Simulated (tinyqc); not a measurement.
Inside a calculation. Method: extended Hueckel theory, for H4. Computed by tinyqc, a small Python program that keeps every step (integrals from PySCF). Settings: charge = 0, K = 1.75, multiplicity = 1. Command: `OMP_NUM_THREADS=1 python tinyqc.py 31052 31053 out.jsonl` (the two numbers bound the seeds that draw the settings). One thread of a shared host (Intel(R) Xeon(R) Processor @ 2.60GHz), about 0.01 s of CPU time with the checks.

## Overlaps

Geometry (angstrom):
```
atom        x        y        z
H     0.00000  0.00000  0.00000
H     0.00000  0.00000  0.89000
H     0.00000  1.25400  0.00000
H     0.00000  1.25400  0.89000
```

Parameters chosen for this run:
```
element  shell  Slater exponent  H_ii (eV)
H           1s          1.30000  -13.60000
```

Slater orbitals, each expanded in six Gaussians scaled to its exponent.

overlap S:
```
         1H 1s    2H 1s    3H 1s    4H 1s
1H 1s  1.00000  0.53687  0.33272  0.21812
2H 1s  0.53687  1.00000  0.21812  0.33272
3H 1s  0.33272  0.21812  1.00000  0.53687
4H 1s  0.21812  0.33272  0.53687  1.00000
```

## Wolfsberg-Helmholz matrix

diagonal H_ii (eV): 1H 1s -13.60000, 2H 1s -13.60000, 3H 1s -13.60000, 4H 1s -13.60000

K = 1.75000

H_ij = K' S_ij (H_ii + H_jj)/2 for i != j (the diagonal keeps H_ii), with K' = 1.75.

H (eV):
```
           1H 1s      2H 1s      3H 1s      4H 1s
1H 1s  -13.60000  -12.77758   -7.91868   -5.19125
2H 1s  -12.77758  -13.60000   -5.19125   -7.91868
3H 1s   -7.91868   -5.19125  -13.60000  -12.77758
4H 1s   -5.19125   -7.91868  -12.77758  -13.60000
```

## Orbitals

valence electrons = 4

Solve H C = S C e through S^(-1/2); fill by pairs from the bottom, a degenerate level sharing its electrons equally; each orbital has its largest coefficient positive (the first on a tie).

orbital energies (eV): -18.91427  -13.45555  -6.14454  5.46589

occupations: 2.00000  2.00000  0.00000  0.00000

coefficients:
```
           MO1       MO2       MO3       MO4
1H 1s  0.34605   0.50353   0.65782   0.84694
2H 1s  0.34605   0.50353  -0.65782  -0.84694
3H 1s  0.34605  -0.50353   0.65782  -0.84694
4H 1s  0.34605  -0.50353  -0.65782   0.84694
```

sum of one-electron energies = -64.73963 eV

## Mulliken analysis

P = C n C^T; charge = valence electrons (H 1) minus the sum of (P S)_ii on the atom; overlap population = 2 sum P_ij S_ij between two atoms.

charges: 1H 0.00000, 2H 0.00000, 3H 0.00000, 4H 0.00000

Overlap populations:
```
pair      value
2-1    0.801635
3-1   -0.178060
3-2   -0.116731
4-1   -0.116731
4-2   -0.178060
4-3    0.801635
```
